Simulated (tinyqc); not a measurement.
# Free and trapped electrons in a MOS channel with a dense trap tail: effects of single changes

p-type body, charge-sheet picture, full ionisation (an idealisation for deep acceptors), Boltzmann statistics for free electrons. e = Ec - EF at the surface. Acceptor-like traps of density D(E) = D0 + De exp(-E/Ew) at depth E below Ec, from 0 to Eu, hold n_t = integral of D(E)/(1 + exp((e - E)/Vt)). psi = Eg - Vt ln(Nv/Na) - e; N_dep = sqrt(2 eps0 eps_r Na (psi - Vt)/q); n_f = sqrt(N_dep^2 + 2 eps0 eps_r Vt Nc exp(-e/Vt)/q) - N_dep; Vg = Vfb + psi + q (N_dep + n_t + n_f)/Cox, Cox = eps0 eox/tox.

Parameters, values chosen for the exercise; band and dielectric values close to those of silicon: temperature T = 250 K; band gap Eg = 1.13 eV; relative permittivity eps_r = 11.7; conduction-band density of states at T Nc = 2.14e19 cm^-3; valence-band density of states at T Nv = 2.03e19 cm^-3; relative permittivity of the insulator eox = 3.9; insulator thickness tox = 58 nm; acceptor density Na = 4.3e15 cm^-3; flat-band voltage without trapped charge Vfb = -0.89 V; constant background density of acceptor-like traps D0 = 9.6e10 cm^-2 eV^-1; density of the tail at the conduction edge De = 2.6e13 cm^-2 eV^-1; decay energy of the tail Ew = 0.06 eV; depth below Ec down to which the traps reach Eu = 0.6 eV; mobility of free electrons mf = 110 cm^2/(V s).

Constants: q = 1.602176634e-19 C, kB = 1.380649e-23 J/K, Vt = kB T/q, eps0 = 8.8541878128e-14 F/cm where lengths are in cm. Results are converted to the units shown.

Each table varies one quantity; the others keep the values above.

## Free and trapped charge against gate voltage

Free share n_f/(n_f + n_t); swing ln 10 n_f/(dn_f/dVg); field-effect mobility mf q (dn_f/dVg)/Cox, for a constant mf; oxide field q (N_dep + n_t + n_f)/(eps0 eox).

Free and trapped charge against gate voltage:
columns A: Vg (V); B: e (eV); C: n_f (cm^-2); D: n_t (cm^-2); E: free share (%); F: swing (mV/decade); G: field-effect mobility (cm^2/(V s)); H: oxide field (MV/cm)
```
A           B         C         D         E        F        G        H
0.3    0.3343   2.991e6  3.284e10  0.009109    101.2  0.02014  0.09941
1.4    0.1234  4.169e10  2.917e11     12.51    938.0    30.29   0.2527
2.5   0.08283  2.011e11  5.207e11     27.86     2647    51.77   0.4354
3.7   0.05935  4.343e11  7.217e11     37.57     4742    62.42   0.6382
4.8   0.04428  6.799e11  8.774e11     43.66     6661    69.57   0.8253
6     0.03140  9.760e11  1.021e12     48.88     8708    76.39    1.030
7.1   0.02163  1.270e12  1.130e12     52.92  1.055e4    82.05    1.218
8.3   0.01252  1.614e12  1.228e12     56.81  1.257e4    87.53    1.423
9.4  0.005232  1.948e12  1.299e12     59.99  1.446e4    91.85    1.612
```

Read the table: what changes, and by how much?

n_f reaches 1e11 cm^-2 at Vg = 1.87 V, against 0.801 V without traps. The free share rises from 0.00911 to 60.0 % and the field-effect mobility rises from 0.0201 to 91.8 cm^2/(V s), although mf = 110 is constant: in the last row 83.5 % of Cox dVg goes into free electrons. The swing in the first row is 101 mV a decade (Vt ln 10 = 49.6). For Vg = 6, 7.1, 8.3, 9.4 EF lies less than 2 Vt below the band edge, or above it, where degeneracy and confinement, left out, matter.

## Effect of the density of the tail at the conduction edge

VT is the Vg for n_f = 1e11 cm^-2; swing ln 10 n_f/(dn_f/dVg) at n_f = 1e8 cm^-2; the last three columns are for Vg = VT + 4.6 V, with free share n_f/(n_f + n_t) and field-effect mobility mf q (dn_f/dVg)/Cox; there EF is near the band edge, where Boltzmann statistics are rough.

Effect of the density of the tail at the conduction edge:
columns A: De (cm^-2 eV^-1); B: e at VT (eV); C: VT (V); D: q n_t/Cox at VT (V); E: swing (mV/decade); F: n_f (cm^-2); G: free share (%); H: field-effect mobility (cm^2/(V s))
```
A          B       C       D      E         F      G      H
1e12  0.1018  0.9660  0.1648  85.96  1.723e12  94.43  107.7
2e12  0.1018   1.002  0.2009  88.28  1.691e12  92.00  106.8
5e12  0.1018   1.111  0.3093  95.25  1.600e12  85.10  103.7
1e13  0.1018   1.291  0.4899  106.8  1.458e12  74.83  98.12
2e13  0.1018   1.652  0.8512  130.1  1.218e12  58.37  86.07
4e13  0.1018   2.375   1.574  176.5  8.826e11  37.38  63.80
9e13  0.1018   4.182   3.380  292.5  5.040e11  16.57  33.02
2e14  0.1018   8.156   7.355  547.7  2.788e11  6.157  13.85
```

What does the table show?

As De goes from 1e12 to 2e14, VT rises from 0.966 to 8.16 V, its part due to traps rises from 0.165 to 7.35 V, the swing rises from 86.0 to 548 mV/decade and the field-effect mobility falls from 108 to 13.9 cm^2/(V s).

Numbers from tinyqc (`OMP_NUM_THREADS=1 python tinyqc.py 2222064 2222065 out.jsonl`; about 0.02 s on one thread of a shared Intel Xeon 2.30GHz).
